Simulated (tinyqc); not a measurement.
# Random telegraph noise from one oxide trap in a small MOSFET: what changes with what

An acceptor-like trap exchanges electrons with the channel. Inversion charge Q = Cox u, u = n Vt W0(exp((Vg - VT)/(n Vt))), W0 the Lambert function, n = nf, Cox = eps0 eox/tox; linear regime Id = (W/L) mu Q Vd. Relative to threshold the surface potential rises by Vt ln(u/u0) and the oxide voltage by the rest of Vg - VT, with u0 = n Vt W0(1).

Values chosen for this exercise; values of the order met in silicon transistors:
- T = 350 K (temperature)
- eox = 3.9 (relative permittivity of the gate insulator (close to silicon dioxide))
- tox = 3.5 nm (insulator thickness)
- xt = 0.77 nm (depth of the trap from the channel interface)
- E0 = 0.19 eV (trap level above the channel Fermi level at threshold)
- s0 = 2e-17 cm^2 (capture prefactor)
- EB = 0.27 eV (capture barrier (lattice relaxation))
- lt = 0.19 nm (tunnelling decay length)
- vth = 2.1e7 cm/s (thermal velocity)
- zi = 2.8 nm (thickness of the inversion layer)
- VT = 0.26 V (threshold voltage)
- nf = 1.06 (body factor)
- W = 31 nm (gate width)
- L = 26 nm (gate length)
- mu = 250 cm^2/(V s) (mobility)
- asc = 3.1e-16 V s (scattering coefficient of the charged trap)
- Vd = 0.02 V (drain voltage)
- Vg = 0.71 V (gate voltage)

Constants: q = 1.602176634e-19 C, kB = 1.380649e-23 J/K, Vt = kB T/q, eps0 = 8.8541878128e-14 F/cm where lengths are in cm. Results are converted to the units shown.

Each table varies one quantity; the others keep the values above.

## Time constants and noise against gate voltage

N = Cox u/q; dpsi = Vt ln(u/u0); E = E0 - dpsi - (xt/tox)(Vg - VT - dpsi); capture time tc = 1/[(N/zi) vth s0 exp(-xt/lt - EB/Vt)]; emission time te = tc exp(-E/Vt); occupancy te/(tc + te). A = W L; threshold step dV = q (1 - xt/tox)/(Cox A); gm/Id = 1/(u + n Vt); relative step dI/I = (gm/Id) dV + asc mu/A. fc = (1/tc + 1/te)/(2 pi); rms = (dI/I) sqrt(tc te)/(tc + te).

Results:
```
Vg (V)    E (eV)    tc (s)    te (s)  occupancy  dI/I (%)  fc (Hz)  rms dI/I (%)
0.54     0.06984  2.202e-4  2.174e-5    0.08985     7.235     8045         2.069
0.6      0.05152  1.772e-4  3.210e-5     0.1534     6.138     5857         2.212
0.66     0.03405  1.477e-4  4.777e-5     0.2444     5.354     4409         2.301
0.78    7.665e-4  1.103e-4  1.075e-4     0.4936     4.317     2924         2.158
0.84    -0.01528  9.770e-5  1.621e-4     0.6240     3.958     2611         1.917
0.9     -0.03104  8.764e-5  2.452e-4     0.7367     3.666     2465         1.615
0.96    -0.04655  7.942e-5  3.717e-4     0.8240     3.425     2432         1.304
1.02    -0.06187  7.257e-5  5.646e-4     0.8861     3.223     2475         1.024
```

Estimate the missing row, Vg = 0.72 V.

Computed row:
```
Vg (V)   E (eV)    tc (s)    te (s)  occupancy  dI/I (%)  fc (Hz)  rms dI/I (%)
0.72    0.01717  1.264e-4  7.151e-5     0.3614     4.769     3485         2.291
```

With this row back in the table: tc falls from 2.20e-4 to 7.26e-5 s as the channel fills and te rises from 2.17e-5 to 5.65e-4 s; they are equal at Vg = 0.783 V, where E = 0. The rms noise goes from 2.07 through a maximum of 2.30 (at Vg = 0.66 V among the rows listed) to 1.02 %. The slope -Vt d ln(tc/te)/dVg is 0.305 between the first two rows and 0.255 between the last two; it tends to xt/tox = 0.220 only when the surface potential stops moving.

## Effect of the depth of the trap from the channel interface

Same model as above.

Effect of the depth of the trap from the channel interface:
```
xt (nm)     E (eV)     tc (s)     te (s)  occupancy  dI/I (%)   fc (Hz)  rms dI/I (%)
0.18      0.080454  5.8035e-6  4.0291e-7   0.064919    5.6975  4.2244e5        1.4038
0.53      0.044562  3.6619e-5  8.3567e-6    0.18581    5.1982     23391        2.0218
0.88     0.0086712  2.3106e-4  1.7333e-4    0.42862    4.6989    1607.1        2.3254
1.23     -0.027220  0.0014579  0.0035949    0.71146    4.1997    153.44        1.9028
1.58     -0.063111  0.0091993   0.074562    0.89017    3.7004    19.435        1.1570
1.93     -0.099002   0.058046     1.5465    0.96382    3.2011    2.8448       0.59774
2.27      -0.13387    0.34748     29.413    0.98832    2.7161   0.46344       0.29177
```

What does the comparison show?

As xt goes from 0.18 to 2.27, tc rises from 5.80e-6 to 0.347 s, te rises from 4.03e-7 to 29.4 s and dI/I falls from 5.70 to 2.72 %. tc grows a decade every lt ln 10 = 0.437 nm of depth; traps spread evenly in depth therefore give corner frequencies spread evenly on a log scale, whose sum is 1/f noise if the traps contribute equal variances.

Range of the model: VT is taken as given; short-channel effects and the uneven flow of current among few electrons are left out.

Program tinyqc, `OMP_NUM_THREADS=1 python tinyqc.py 2710162 2710163 out.jsonl`; Intel Xeon 2.30GHz, shared host, one thread, about 0.01 s.
